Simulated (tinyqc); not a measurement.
# Junction parameters from two forward currents

Inverse problem. D(v) = J1 (exp(v/Vt) - 1) + J2 (exp(v/(2 Vt)) - 1). Find J1, J2 and the voltage 2 Vt ln(J2/J1) near which both parts are equal.

Values chosen for this exercise:
- T = 358 K (temperature)

Constants: q = 1.602176634e-19 C, kB = 1.380649e-23 J/K, Vt = kB T/q. Results are converted to the units shown.

junction voltages (V): 0.26  0.63
currents (uA/um): 1.9346134e-7  0.0065693186

Solution. The current is linear in J1 and J2, so two points give two equations.

J1 = 8.800e-12 uA/um
J2 = 2.300e-9 uA/um
crossover = 0.3434 V

Program tinyqc, `OMP_NUM_THREADS=1 python tinyqc.py 2182019 2182020 out.jsonl`; Intel Xeon 2.30GHz, shared host, one thread, about 0.2 s.
